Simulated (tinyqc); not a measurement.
Worked calculation: ion-assisted plasma etching: sheath, surface coverage, synergy and aspect-ratio dependence. Computed by tinyqc, a small Python program that keeps every step. Command: `OMP_NUM_THREADS=1 python tinyqc.py 3010631 3010632 out.jsonl etch walk`. One thread of a shared host (Intel(R) Xeon(R) Processor @ 2.30GHz), about 0.04 s of CPU time with the checks. Intermediate numbers are printed to about 7 digits and carried at full precision; extremes and crossings named in words are read from the listed rows.

Radicals adsorb on bare sites; ions remove covered sites with a high yield and bare sites by sputtering; a slow spontaneous reaction acts everywhere, walls included.

Inputs (values chosen for the exercise, close to those used for silicon in a halogen plasma): plasma density n_e = 3.7e+11 1/cm^3; electron temperature T_e = 3.2 eV; ion mass M_i = 71 u; sheath voltage V = 430 V; radical density n = 5.3e+13 1/cm^3; radical mass M_n = 35.5 u; gas temperature T_g = 300 K; sticking coefficient s = 0.21; radicals per removed unit x = 4; yield slope b = 0.34 eV^(-1/2); threshold E_th = 9.1 eV; sputter slope b_p = 0.012 eV^(-1/2); sputter threshold E_p = 36 eV; spontaneous reaction probability k_c = 0.00021; solid density N = 5e+22 1/cm^3; ion temperature T_i = 0.41 eV; aspect ratio A = 15.

Feature: round hole.

Constants: e = 1.602176634e-19 C; u = 1.6605390666e-27 kg; k_B = 1.380649e-23 J/K; eps_0 = 8.8541878128e-12 F/m.

## Fluxes

Bohm speed u_B = sqrt(e T_e/M_i); ion flux G_i = 0.61 n_e u_B; radical flux G_n = n c/4 with c = sqrt(8 k_B T_g/(pi M_n)).

Bohm speed = 208533.8 cm/s

ion flux G_i = 4.706608e+16 1/(cm^2 s)

radical speed c = 42299.34 cm/s

radical flux G_n = 5.604663e+17 1/(cm^2 s)

flux ratio G_n/G_i = 11.90807

## Sheath and ion angles

Debye length lambda_D = sqrt(eps_0 T_e/(e n_s)) with n_s = 0.61 n_e, T_e in volts; Child-law sheath d = (sqrt2/3) lambda_D (2 V/T_e)^(3/4); ion energy E = V + T_e/2; angular spread = arctan(sqrt(T_i/E)).

Debye length = 27.99164 um

sheath thickness = 875.8575 um

ion energy E = 431.6 eV

angular spread = 1.765373 degrees

## Yields

Yields: Y = b (sqrt(E) - sqrt(E_th)) on covered sites, Y_p = b_p (sqrt(E) - sqrt(E_p)) on bare ones (zero below threshold).

yield Y = 6.037844

sputter yield Y_p = 0.1772998

## Open-field etch rate

Steady coverage: s G_n (1 - theta) = x Y G_i theta; removal flux = Y G_i theta + Y_p G_i (1 - theta) + k_c G_n; rate = flux/N, 1 cm/s = 6e8 nm/min. Lateral rate = k_c G_n/N; anisotropy = 1 - lateral/vertical; synergy = vertical/(ions alone + radicals alone), with ions alone Y_p G_i/N and radicals alone the lateral rate.

coverage theta = 0.09382742

vertical rate = 412.1183 nm/min

lateral rate = 1.412375 nm/min

anisotropy = 0.9965729

synergy = 4.058277

The surface is nearly bare: radicals limit the ion-assisted part, and sputtering gives 22 % of the rate.

## Rate at the floor of the feature

Transmission of a round hole: K = 1/(1 + 3A/4), walls that scatter diffusely without loss. With a loss probability S = s (1 - theta) at the floor, G_b/G_n = K/(K + S - K S); theta follows G_b, and the two are solved together. Ions are taken to reach the floor unshadowed; G_b replaces G_n in every term of the rate; A is depth over diameter.

transmission K = 0.08163265

G_b/G_n = 0.3039121

coverage at the floor = 0.03050782

rate at the floor = 201.5476 nm/min

floor rate over open-field rate = 0.4890529

The lag is 51 %.

## Etch lag against aspect ratio

The formulas are those given above.

Floor of the feature:
```
A              K    G_b/G_n       theta  rate (nm/min)  relative rate
0.5    0.7272727  0.9329990  0.08809470       393.0484      0.9537271
1.0    0.5714286  0.8737956  0.08296845       375.9969      0.9123519
2.0    0.4000000  0.7742202  0.07421529       346.8833      0.8417082
5.0    0.2105263  0.5736082  0.05606311       286.5164      0.6952286
10.0   0.1176471  0.3979837  0.03957734       231.7005      0.5622185
20.0   0.0625000  0.2455864  0.02479807       182.5660      0.4429942
50.0   0.0259740  0.1138531  0.01165129       138.8642      0.3369523
100.0  0.0131579  0.0600504  0.00617935       120.6761      0.2928191
```

K falls by a factor 55.3 over the rows and the rate by 3.26. Among these rows the rate stays within 10 % of the open-field value up to A = 1, with an open-field coverage below one half; sputtering, which needs no radicals, carries much of the rate in the last rows. Caution: rows with A above about 1/(2 tan(ion spread)) or 1/sqrt(k_c), often 10 to 30, are formal: ion shadowing, radical loss on the walls, redeposition of sputtered material and, in fluorocarbon plasmas, polymer growth are left out and add to the lag.

## Yield per ion against the flux ratio

The ion flux is fixed and the radical flux set by the ratio; the removal per ion is the removal flux over G_i.

Open field:
```
G_n/G_i         theta  rate (nm/min)  removal per ion
0.3      2.601760e-03        108.785         0.192611
1        8.620203e-03        128.789         0.228029
3        2.542232e-02        184.641         0.326918
10       7.999581e-02        366.109         0.648219
30       2.068872e-01        788.491         1.396071
100      4.651021e-01       1651.484         2.924051
300      7.228802e-01       2528.449         4.476771
1000     8.968557e-01       3187.331         5.643362
3000     9.630798e-01       3643.746         6.451472
```

Coverage reaches one half at G_n/G_i = x Y/s = 115. Below that the ion-assisted part follows the radical flux, on top of the sputter floor Y_p = 0.177; above it the ion-assisted part saturates at Y = 6.04 per ion, and the further rise to 6.45 comes from the spontaneous reaction, which costs anisotropy.

Checks made by the program: series form 1/R = 1/(Y G_i) + x/(s G_n) of the ion-assisted part (relative difference below 1e-10).
